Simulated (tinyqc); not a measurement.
Heavy and light holes: cyclotron masses of warped hole bands.

Parameters, chosen for this exercise (near those of Si; not measured data): g1 = 4.3 (Luttinger gamma1); g2 = 0.34 (gamma2); g3 = 1.44 (gamma3); ths = (0, 10, 25, 35, 55, 70, 90) degrees (angles).

E = c k^2 f(n) with f = g1 -/+ 2 sqrt(g2^2 + 3 (g3^2 - g2^2)(nx^2 ny^2 + ny^2 nz^2 + nz^2 nx^2)). For the orbit through k = 0 perpendicular to b = (sin(theta)/sqrt2, sin(theta)/sqrt2, cos(theta)), mc is the mean of 1/f over the directions n in that plane (180 evenly spaced angles). Quantum effects of the lowest levels are left out.

Cyclotron masses (m0):

| theta (degrees) | heavy | light |
|---|---|---|
| 0 | 0.4134 | 0.1676 |
| 10 | 0.4262 | 0.1647 |
| 25 | 0.4813 | 0.1558 |
| 35 | 0.5240 | 0.1508 |
| 55 | 0.5609 | 0.1467 |
| 70 | 0.5509 | 0.1489 |
| 90 | 0.5377 | 0.1542 |

What can be read from this table?

The heavy mass varies by 36 % over the table, with its largest listed value at 55 degrees ([111] lies at 54.7) and its smallest at 0; the light mass varies by 14.3 %. The warping term enters both with the same size, but it is set against a small inverse mass in one and a large one in the other (along [111], g1 - 2 g3 = 1.42 and g1 + 2 g3 = 7.18).

tinyqc: `OMP_NUM_THREADS=1 python tinyqc.py 1282590 1282591 out.jsonl`; about 0.01 s, one thread, shared Intel(R) Xeon(R) Processor @ 2.30GHz.
